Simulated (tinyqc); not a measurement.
Strain-driven crossing of the Gamma and L valleys in a germanium-like crystal alloyed with tin: one step. Electrons in the Gamma valley.

Constants: kB = 8.617333262e-05 eV/K; hc = 1239.841984 eV nm.

Inputs chosen for the exercise (out of a larger set: near those of Ge, gaps at low temperature; not measured data):
```
symbol  value   unit  meaning
mG      0.0408  m0    mass at Gamma
mL      0.546   m0    density-of-states mass of the four L valleys together
T       300     K     temperature
```

Gamma edge = 0.840700 eV

L edges (eV): [111] 0.862888, [1-1-1] 0.556455, [-11-1] 0.556455, [-1-11] 0.556455

direct and indirect gap (eV): 0.807277  0.523031

Task: Non-degenerate, parabolic: share = mG^(3/2)/(mG^(3/2) + (mL^(3/2)/4) sum_i exp(-(E_Li - E_Gamma)/kT)). Also the offset at which four equal L valleys hold half of the electrons, kT ln((mL/mG)^(3/2)), and the wavelength hc/E of the direct gap.

Give: (mL/mG)^(3/2); share in Gamma; offset for an even split; wavelength.

Result:

(mL/mG)^(3/2) = 48.96
share in Gamma = 4.57e-05 %
offset for an even split = 100.6 meV
wavelength = 1536 nm

With the L valleys as they lie here, Gamma must be 93 meV below the lowest of them to hold half of the electrons at 300 K; it lies 284 meV above. A direct gap alone is not enough.

Run: tinyqc, `OMP_NUM_THREADS=1 python tinyqc.py 1081206 1081207 out.jsonl`; Intel(R) Xeon(R) Processor @ 2.30GHz, one thread, shared host; about 0.01 s of CPU time with all checks.
